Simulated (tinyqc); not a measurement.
Energy and delay of logic against supply voltage: one step of the calculation.

One expression serves below and above threshold: I(Vg) = Ik [ln(1 + exp((Vg - VT + dd V)/(al nf Vt)))]^al, with I_on = I(V) and I_off = I(0). Gate delay td = kd C V/I_on, clock period LD td. Per gate and cycle the switching energy is act C V^2 and the leakage energy I_off V LD td. No short-circuit current, no variation. Minima are sought above 0.09 V; below a few Vt gates no longer switch and the model has no meaning.

Problem. New V. Minimum-energy supply: E(V) is the energy per gate and cycle; with h = 0.001 V, E' = (E(V + h) - E(V - h))/(2 h), E'' = (E(V - h) - 2 E(V) + E(V + h))/h^2, V(new) = V - E'/E''.

Inputs (values chosen for the exercise); values of the order met in logic technologies:
- T = 358 K (temperature)
- VT = 0.18 V (threshold voltage at zero drain bias)
- nf = 1.26 (slope factor)
- dd = 0.11 (barrier lowering per volt of supply)
- Ik = 0.87 uA (specific current of a gate)
- al = 1.52 (exponent of the current law)
- C = 3.6 fF (load capacitance of a gate)
- kd = 0.6 (delay factor)
- LD = 60 (logic depth)
- act = 0.05 (activity factor)

Constants: q = 1.602176634e-19 C, kB = 1.380649e-23 J/K, Vt = kB T/q. Results are converted to the units shown.

V at the start = 0.24 V

Wanted: E'; E''; V after iteration 1.

Solution.

E' = -88.754 aJ/V
E'' = 3514.8 aJ/V^2
V after iteration 1 = 0.26525 V

Computed by the program tinyqc: `OMP_NUM_THREADS=1 python tinyqc.py 2082136 2082137 out.jsonl`, one thread of a shared Intel Xeon 2.30GHz, about 0.01 s for the whole run.
